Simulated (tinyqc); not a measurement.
Trap density from swing and capacitance.

Problem. In an MOS structure at one bias the subthreshold swing is S = Vt ln 10 (1 + (Cd + q Dit)/Cox) and 1/C_HF = 1/Cox + 1/Cd, Cox = 3.9 eps0/EOT. Find Cd and Dit.

Parameters, values chosen for the exercise: temperature T = 250 K; equivalent oxide thickness EOT = 20 nm.

Constants: q = 1.602176634e-19 C, kB = 1.380649e-23 J/K, Vt = kB T/q, eps0 = 8.8541878128e-14 F/cm where lengths are in cm. Results are converted to the units shown.

S = 64.973317 mV/decade
C_HF = 35.807287 nF/cm^2

Solution. C_HF gives Cd, and the swing gives Cd + q Dit.

Cd = 45.2 nF/cm^2
Dit = 5.19e10 cm^-2 eV^-1

tinyqc, about 0.01 s, one thread, Intel Xeon 2.30GHz (shared host): `OMP_NUM_THREADS=1 python tinyqc.py 2030110 2030111 out.jsonl`
